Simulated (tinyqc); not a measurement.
X-ray photoelectron analysis of a thin oxide on a semiconductor: attenuation lengths, thickness, angle series and band offsets: one step, computed by the program tinyqc.

The same element is seen in the oxide and in the substrate, at nearly the same kinetic energy; films are flat and uniform, and the work function is ignored.

Task: Peak ratio. R_0 = (rho_o/M_o) L_o/((rho_s/M_s) L_s); peak ratio R = I_ox/I_sub = R_0 [exp(d/(L_o cos theta)) - 1]; hence d = L_o cos theta ln(1 + R/R_0). A carbon layer weakens both peaks alike, by exp(-d_C/(L_o cos theta)) if its L is taken equal to L_o. This R_0 leaves out intrinsic losses from the substrate peak, so calibrated values can be larger.

Inputs (values chosen for the exercise, modelled on SiO2 on silicon):
```
quantity                        value     unit
oxide density                    2.15   g/cm^3
oxide formula mass              60.08    g/mol
substrate density                2.33   g/cm^3
substrate formula mass          28.09    g/mol
oxide thickness d                 1.5       nm
emission angle from the normal      0  degrees
carbon overlayer                 0.74       nm
```

L in the oxide = 3.467443 nm

L in the substrate = 2.749887 nm

Give: R_0; d/(L_o cos theta); ratio R; oxide share of the counts; attenuation by carbon; depth 3 L_o cos theta.

Result:

R_0 = 0.5440

d/(L_o cos theta) = 0.4326

ratio R = 0.2944

oxide share of the counts = 0.2275

attenuation by carbon = 0.8078

depth 3 L_o cos theta = 10.40 nm
